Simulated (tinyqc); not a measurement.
Hole mobility in a silicon inversion layer, empirical terms and Matthiessen rule: one step of the calculation.

Inversion layer of sheet density Ns on a uniformly doped body. The mobility terms are empirical power laws with prefactors chosen for the exercise; adding their inverses (Matthiessen) is itself an approximation.

Question. Split C-V extraction. Q(Vg) is the trapezoid sum of Cgc from the first point (where Q is taken as 0); mu_eff = I/((W/L) Q Vd); mu_FE = (dI/dVg)/((W/L) Cox Vd) with a backward difference. Listed from point 4 on.

Inputs (values chosen for the exercise); material values close to those of silicon:
- Cox = 0.63 uF/cm^2 (gate capacitance)
- WL = 10 (ratio W/L)
- Vd = 0.02 V (drain voltage)

```
point  Vg (V)  Cgc (uF/cm^2)         I (uA)
0         0.1   2.7207164e-6  6.1716153e-13
1        0.15   1.6733759e-5  2.3346847e-11
2         0.2   1.0290916e-4  8.8308774e-10
3        0.25   6.3242452e-4   3.3377128e-8
4         0.3   0.0038698033   1.2556459e-6
5        0.35    0.023071800   4.5924213e-5
6         0.4     0.11938675   0.0014364630
7        0.45     0.37160028    0.024517099
8         0.5     0.56600893     0.14599548
9        0.55     0.61862880     0.40190465
10        0.6     0.62812284     0.75839187
11       0.65     0.62969404      1.1839299
12        0.7     0.62995024      1.6588655
```

Find: Q; mu_eff; mu_FE.

Answer.

```
point  Q (uC/cm^2)  mu_eff (cm^2/(V s))  mu_FE (cm^2/(V s))
4        1.3442e-4             0.046707           1.9401e-4
5        8.0796e-4              0.28420           0.0070902
6        0.0043694               1.6438             0.22072
7         0.016644               7.3651              3.6636
8         0.040084               18.211              19.282
9         0.069700               28.831              40.621
10         0.10087               37.593              56.585
11         0.13231               44.739              67.546
12         0.16381               50.635              75.387
```

At the last point mu_FE is 49 % above mu_eff.

tinyqc, about 0.01 s, one thread, Intel Xeon 2.30GHz (shared host): `OMP_NUM_THREADS=1 python tinyqc.py 2510063 2510064 out.jsonl`
